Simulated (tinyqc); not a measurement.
Collinear exchange A + BC -> AB + C on a London-Eyring-Polanyi-Sato surface: saddle, string of images and rate. Inputs raised by 5 %, one at a time. Computed by tinyqc, a small Python program. Command: `OMP_NUM_THREADS=1 python tinyqc.py 3112380 3112381 out.jsonl leps sens`. One thread of a shared host (Intel(R) Xeon(R) Processor @ 2.30GHz), about 0.3 s of CPU time with the checks.

x = r(AB), y = r(BC), r(AC) = x + y. V is counted from separated atoms, the barrier from A + BC, that is V + D(BC).

Inputs (values chosen for the exercise, bond data loosely for abstraction of hydrogen from a Ge-H bond by a hydrogen atom; the barrier is not fitted):

| quantity | value | unit |
|---|---|---|
| D(AB) | 4.7 | eV |
| r0(AB) | 0.742 | angstrom |
| beta(AB) | 1.94 | 1/angstrom |
| D(BC) | 3.69 | eV |
| r0(BC) | 1.53 | angstrom |
| beta(BC) | 1.45 | 1/angstrom |
| D(AC) | 3.64 | eV |
| r0(AC) | 1.53 | angstrom |
| beta(AC) | 1.45 | 1/angstrom |
| Sato parameter S | 0.14 | - |
| mass of A | 1.008 | u |
| mass of B | 1.008 | u |
| mass of C | 72.6 | u |
| temperature T | 500 | K |
| step of the string | 0.02 | angstrom^2/eV |

Constants: nu for 1 eV/(angstrom^2 u) = 15.6333042 THz; h x 1 THz = 4.135667696 meV; k_B = 1.380649e-23 J/K; u = 1.6605390666e-27 kg; k_B = 8.617333262e-05 eV/K.

Method:
- For each pair, with u = exp(-beta (r - r0)): Q = D [(3 + S) u^2 - (2 + 6 S) u]/(4 (1 + S)), J = D [(1 + 3 S) u^2 - (6 + 2 S) u]/(4 (1 + S)); V = Q1 + Q2 + Q3 - sqrt(((J1 - J2)^2 + (J2 - J3)^2 + (J3 - J1)^2)/2).
- String of 9 images between the fixed ends (r0(AB) + 2, r0(BC)) and (r0(AB), r0(BC) + 2), started on the two straight legs through (r0(AB) + 0.3, r0(BC) + 0.3): each iteration moves the inner images by -step x gradient (central differences) and spaces them evenly again along the broken line (coordinates are kept between 0.2 and 8 angstrom); stop when no coordinate changes by more than 1e-5 angstrom, at most 400 iterations.
- From the highest inner image, z -> z - H^-1 g with gradient g and Hessian H by central differences, steps capped at 0.15 angstrom, 12 steps.
- Wilson matrix G = [[1/m_A + 1/m_B, -1/m_B], [-1/m_B, 1/m_B + 1/m_C]]; eigenvalues lambda of G H give nu = 15.6333042 THz x sqrt(|lambda|), the negative one being imaginary. Reactant: nu_BC from k = 2 D beta^2 and 1/m_B + 1/m_C. Skew angle: cos = sqrt(m_A m_C/((m_A + m_B)(m_B + m_C))).
- One-dimensional rate constant without tunnelling, k = sqrt(k_B T/(2 pi mu)) [sinh(h nu_BC/(2 k_B T))/sinh(h nu_s/(2 k_B T))] exp(-barrier/(k_B T)) with mu = m_A (m_B + m_C)/(m_A + m_B + m_C); Wigner factor 1 + (h nu_i/(k_B T))^2/24; adiabatic barrier = barrier + h (nu_s - nu_BC)/2.

Runs:

| input moved | from | to | barrier (eV) | imaginary frequency (THz) | real frequency at the saddle (THz) | rate constant k (cm/s) |
|---|---|---|---|---|---|---|
| base run | - | - | 0.22026 | 44.111 | 32.783 | 2057.3 |
| Sato parameter S | 0.14 | 0.147 | 0.19966 | 41.966 | 33.391 | 3214.8 |
| D(AB) (eV) | 4.7 | 4.935 | 0.18549 | 38.559 | 35.071 | 4094.9 |
| D(BC) (eV) | 3.69 | 3.8745 | 0.25538 | 47.929 | 32.337 | 1003.2 |
| D(AC) (eV) | 3.64 | 3.822 | 0.23814 | 46.830 | 32.114 | 1407.1 |
| beta(AC) (1/angstrom) | 1.45 | 1.5225 | 0.18562 | 39.442 | 34.049 | 4303.5 |
| mass of B (u) | 1.008 | 1.0584 | 0.22026 | 43.549 | 32.417 | 1953.7 |
| temperature T (K) | 500 | 525 | 0.22026 | 44.111 | 32.783 | 2533.1 |

Exponents ln(y'/y) / ln(x'/x):

| input | barrier | imaginary frequency | real frequency at the saddle | rate constant k |
|---|---|---|---|---|
| Sato parameter S | -2.012 | -1.022 | 0.377 | 9.149 |
| D(AB) | -3.521 | -2.757 | 1.383 | 14.108 |
| D(BC) | 3.032 | 1.701 | -0.281 | -14.720 |
| D(AC) | 1.600 | 1.226 | -0.423 | -7.785 |
| beta(AC) | -3.507 | -2.293 | 0.777 | 15.126 |
| mass of B | 0.000 | -0.263 | -0.230 | -1.059 |
| temperature T | 0.000 | 0.000 | 0.000 | 4.264 |

Among the inputs moved here: barrier answers most in size to D(AB) (exponent -3.521), and about equally to beta(AC) (-3.507); its exponent is below 0.0005 for mass of B, temperature T. Its exponent 0.000 in mass of B: masses do not enter the surface. Imaginary frequency answers most in size to D(AB) (exponent -2.757), next to beta(AC) (-2.293); its exponent is below 0.0005 for temperature T. real frequency at the saddle answers most in size to D(AB) (exponent +1.383), next to beta(AC) (+0.777); its exponent is below 0.0005 for temperature T. rate constant k answers most in size to beta(AC) (exponent +15.126), next to D(BC) (-14.720).
